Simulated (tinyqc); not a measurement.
# Admittance spectroscopy of a deep trap, step by step

tinyqc, about 0.01 s, one thread, Intel Xeon 2.30GHz (shared host): `OMP_NUM_THREADS=1 python tinyqc.py 2050012 2050013 out.jsonl` Printed values are rounded.

Schottky contact on an n-type layer with shallow donors Nd (all ionised) and a donor-like deep trap, neutral when filled and positive when empty; depletion approximation. Traps within lam of the depletion edge stay filled. The traps at xt = W - lam, where the level crosses the Fermi level, follow a slow signal and not a fast one. w = 2 pi f.

Inputs (values chosen for the exercise); material values close to those of silicon: relative permittivity eps_r = 11.9; conduction-band density of states at 300 K Nc = 2.77e19 cm^-3; thermal velocity at 300 K vth = 2.4e7 cm/s; shallow donor density Nd = 6.8e15 cm^-3; built-in voltage Vbi = 0.61 V; depth of the trap below the conduction edge Et = 0.1 eV; capture cross-section sn = 2.3e-15 cm^2; trap density Nt = 6.8e14 cm^-3; reverse bias Vr = 0 V; signal frequency f = 73000 Hz; temperature T = 91 K.

Constants: q = 1.602176634e-19 C, kB = 1.380649e-23 J/K, eps0 = 8.8541878128e-14 F/cm where lengths are in cm. Results are converted to the units shown.

Range of the model: Below about 110 K shallow donors begin to freeze out, which the model ignores.

## Widths and limiting capacitances

lam = sqrt(2 eps0 eps_r (EF - ET)/(q Nd)), EF - ET = Et - (kB T/q) ln(Nc(T)/Nd), Nc(T) = Nc (T/300 K)^1.5. In the steady state at the band bending V, 2 eps0 eps_r V/q = Nd W^2 + Nt (W - lam)^2 (the second term only if W > lam). V = Vbi + Vr. C_HF = eps0 eps_r/W, C_LF = eps0 eps_r (Nd + Nt)/(Nd W + Nt xt).

lam = 97.2034 nm
W = 335.150 nm
xt = 237.947 nm
C_HF = 31.4381 nF/cm^2
C_LF = 32.2894 nF/cm^2

The step is 2.71 % of C_HF.

## Admittance at the signal frequency

Emission rate en = sn vth(T) Nc(T) exp(-Et/kB T) = sn g T^2 exp(-Et/kB T), g = vth Nc/(300 K)^2, as vth goes as T^0.5 and Nc as T^1.5 (degeneracy factor 1). Inflection frequency w0 = 2 en [1 + Nt xt/(Nd W)]; C = C_HF + (C_LF - C_HF)/(1 + (w/w0)^2), G/w = (C_LF - C_HF)(w/w0)/(1 + (w/w0)^2).

en = 4.07419e5 1/s
w0/(2 pi) = 1.38893e5 Hz
C = 32.1052 nF/cm^2
G/w = 0.350607 nF/cm^2

The signal lies near the inflection, where the loss is largest.
